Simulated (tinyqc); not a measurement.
From a target to a composition: model-solid line-up of a strained alloy layer on a substrate.

Problem. A layer of the alloy is strained to the substrate, and its gap (Ec minus the top valence edge) is given. Find x between 0.08 and 0.90, where the gap is monotonic.

All values of the alloy are linear in x but the gap, Eg(x) = (1 - x) Eg_A + x Eg_B - C x (1 - x), and the valence edge, Ev(x) = (1 - x) Ev_A + x Ev_B + fv C x (1 - x); Ec = Ev + Eg. Ev is the top of the unstrained valence band on a scale common to all materials. In the layer only the Gamma valley of the conduction band is followed, also where an X or L valley would lie lower.

Coherent growth on a (001) face: e_par = (a_s - a)/a, e_perp = -2 (C12/C11) e_par; exx = eyy = e_par, ezz = e_perp, no shear.

Strained edges: Ec + ac tr(e); the valence edges are Ev plus the levels of the 6 x 6 matrix of X, Y, Z times spin with -Dso/3 + l exx + m (eyy + ezz) on the diagonal (cyclic), n exy off it, l = av + 2 b, m = av - b, n = sqrt(3) d. Spin-orbit term (Dso/3) L.sigma on X, Y, Z with (L_k)_ij = -i epsilon_kij: <X+|H|Y+> = -i Dso/3, <X+|H|Z-> = Dso/3, <Y+|H|Z-> = -i Dso/3, <Z+|H|X-> = -Dso/3, <Z+|H|Y-> = i Dso/3, <X-|H|Y-> = i Dso/3, and their conjugates; + and - are the spin along z.

Values chosen for the exercise (A near GaP, B near InP, substrate near Ge; not measured data): a = (5.459, 5.872) angstrom (lattice constant of A, B); Eg = (2.883, 1.441) eV (gap at Gamma to the s-like level of A, B); Dso = (0.081, 0.108) eV (spin-orbit splitting of A, B); Ev = (-1.26, -0.95) eV (top of the unstrained valence band of A, B); ac = (-8.08, -6.02) eV (conduction deformation potential of A, B); av = (1.7, 0.6) eV (valence hydrostatic potential of A, B); b = (-1.62, -1.99) eV (tetragonal shear potential of A, B); d = (-4.67, -4.94) eV (trigonal shear potential of A, B); C11 = (142.3, 102.1) GPa (of A, B); C12 = (61.4, 56.5) GPa (of A, B); C44 = (69.3, 45.7) GPa (of A, B); C = 0.605 eV (bowing of the gap); fv = 0 (share of the bowing taken by the valence edge); a_s = 5.656 angstrom (substrate); face = 001 (growth face).

strained gap = 2.241643 eV

Find: x; e_par; gap of the relaxed alloy.

Solution. Bisect on x; the strained gap is 2.2416 eV at x = 0.08 and 1.6018 eV at x = 0.90.

x = 0.080
e_par = 2.985 %
gap of the relaxed alloy = 2.723 eV

Run: tinyqc, `OMP_NUM_THREADS=1 python tinyqc.py 1081115 1081116 out.jsonl`; Intel(R) Xeon(R) Processor @ 2.30GHz, one thread, shared host; about 0.02 s of CPU time with all checks.
